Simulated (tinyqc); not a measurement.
Metal-induced gap states at the contact of a metal chain and a two-band chain: sweeps and comparisons. A value that a table varies takes the place of the one given here.

The semiconductor alternates sites A at -Eg/2 and C at +Eg/2 with hopping -t; the gap runs from -Eg/2 to Eg/2. In the gap cosh(q a) = 1 + (Eg^2/4 - E^2)/(2 t^2) and the amplitude changes by -exp(-q a) a period. The metal has site energy 0 and hopping -tm; its end site has g_m = (E - i sqrt(4 tm^2 - E^2))/(2 tm^2). Sites 1, 2, ... count into the semiconductor, with energies e1, e2 alternating. The clean half chain has g1 = 1/(E - e1 - t^2 g2), g2 = 1/(E - e2 - t^2 g1), decaying root. With the contact G11 = 1/(1/g1 - tc^2 g_m), and the density on site j is -Im G_jj/pi = |psi_j/psi_1|^2 (-Im G11/pi), per spin, with psi_2/psi_1 = -t g2, psi_3/psi_2 = -t g1.

Constants: e^2/(4 pi eps0) = 14.39964547 eV angstrom.

Inputs chosen for the exercise (gap and optical dielectric constant near those of HfO2; the chain itself is a model; shifted at random, so the results belong to these values and not to a real crystal):
- Eg = 5.89 eV (gap)
- t = 1.84 eV (hopping in the semiconductor)
- tm = 2.36 eV (hopping in the metal)
- tc = 1.82 eV (hopping across the contact)
- end = A (site that touches the metal)
- a = 3.6 angstrom (period (two sites); one chain for each area a^2)
- eps = 4.1 (dielectric constant)
- E = 1.59 eV (energy from mid-gap)

## Across the gap

E = f Eg. Share on C: the part of the summed density that lies on C sites, whose orbitals make the conduction edge.

Gap states:
```
f      E (eV)  xi = 1/(2q) (angstrom)  D1 (1/eV)  D2 (1/eV)  sum (1/eV)  share on C
-0.48  -2.827                    4.05     0.1360     0.0018      0.2340       0.013
-0.40  -2.356                    1.94     0.0903     0.0040      0.1118       0.042
-0.30  -1.767                    1.49     0.0631     0.0047      0.0745       0.070
-0.15  -0.883                    1.28     0.0404     0.0053      0.0487       0.116
0.00    0.000                    1.23     0.0269     0.0062      0.0349       0.188
0.15    0.883                    1.28     0.0176     0.0080      0.0272       0.312
0.30    1.767                    1.49     0.0103     0.0124      0.0249       0.545
0.40    2.356                    1.94     0.0058     0.0207      0.0314       0.781
0.48    2.827                    4.05     0.0015     0.0481      0.0843       0.969
```

The decay length xi of the density is shortest at mid-gap, 1.23 angstrom, and grows to 4.0 near the edges. The summed density is least at f = 0.3 (0.0249) and largest at f = -0.48 (0.2340 1/eV). The share on C goes from 0.01 to 0.97 and passes one half near f = +0.271, a point that depends on which site ends the chain. The states turn from valence-like to conduction-like across the gap; the branch point, where the decay is fastest, lies at mid-gap in this symmetric chain and is the usual estimate of the neutrality level.

## Wider gaps pin less

E = 0; Eg is varied and eps follows 1 + (eps0 - 1)(Eg0/Eg), with the given Eg and eps as Eg0 and eps0. xi = 1/(2q), N = 2 (summed density)/a^2, S = 1/(1 + 4 pi e^2 N xi/eps).

Against the gap:
```
Eg (eV)    eps  xi (angstrom)  summed density (1/eV)      S  S at fixed eps
0.50     37.52          13.26                 0.6018  0.144           0.018
0.75     25.35           8.85                 0.3966  0.206           0.040
1.10     17.60           6.04                 0.2656  0.282           0.084
1.50     13.17           4.45                 0.1905  0.358           0.148
2.30      8.94           2.93                 0.1181  0.481           0.298
3.40      6.37           2.01                 0.0738  0.606           0.497
5.50      4.32           1.30                 0.0386  0.755           0.745
9.00      3.03           0.87                 0.0179  0.874           0.904
```

From Eg = 0.5 to 9 eV xi falls by a factor 15.2 and the summed density by 33.6, so at fixed eps S rises from 0.02 to 0.90. The weaker screening of wide-gap solids works against this: with it S goes from 0.14 to 0.87.

## Weakening the contact bond

At the given E, tc is varied, as by a thin spacer. xi = 1/(2q), N = 2 (summed density)/a^2, S = 1/(1 + 4 pi e^2 N xi/eps) with xi and eps kept.

Against tc:
```
tc (eV)  D1 (1/eV)  summed density (1/eV)       S
0.10       0.00003                0.00007  0.9993
0.25       0.00020                0.00042  0.9959
0.50       0.00080                0.00170  0.9838
0.80       0.00209                0.00442  0.9588
1.20       0.00484                0.01025  0.9095
1.80       0.01141                0.02416  0.8099
2.50       0.02220                0.04701  0.6864
3.50       0.03469                0.07346  0.5835
```

For a weak bond the density goes as tc^2 (ratio 6.26 between 0.25 and 0.1 eV, against 6.25). It is largest at tc = 3.5 eV among these rows, the end of the table; the peak may lie just before or beyond it. S is 0.999 at 0.1 eV and has its least value, 0.584, in that row.

## What each parameter does

xi = 1/(2q), summed density, and S = 1/(1 + 4 pi e^2 N xi/eps), N = 2 (summed density)/a^2. Each row changes one parameter from the base and keeps the others.

Results:
```
case           xi (angstrom)  summed density (1/eV)       S
base                   1.426                0.02474  0.8062
Eg = 6.479 eV          1.274                0.02088  0.8467
t = 2.024 eV           1.553                0.02428  0.7956
tm = 2.596 eV          1.426                0.02230  0.8219
tc = 2.002 eV          1.426                0.03022  0.7731
eps = 4.51             1.426                0.02474  0.8207
end = C                1.426                0.06767  0.6033
```

The largest shifts from the base row, up to three for each result and ties (the steps differ in size, so this ranks the rows, not the parameters). xi (angstrom): Eg -0.153, t +0.127; unchanged at the printed digits by tm, tc, eps and end. summed density (1/eV): end +0.04293, tc +0.00548, Eg -0.00386; unchanged at the printed digits by eps. S: end -0.2029, Eg +0.0404, tc -0.0332. The decay length belongs to the semiconductor alone; the metal and the contact set only the amplitude.

(tinyqc, `OMP_NUM_THREADS=1 python tinyqc.py 1451673 1451674 out.jsonl`, Intel(R) Xeon(R) Processor @ 2.30GHz, 1 thread, shared host, about 0.01 s.)
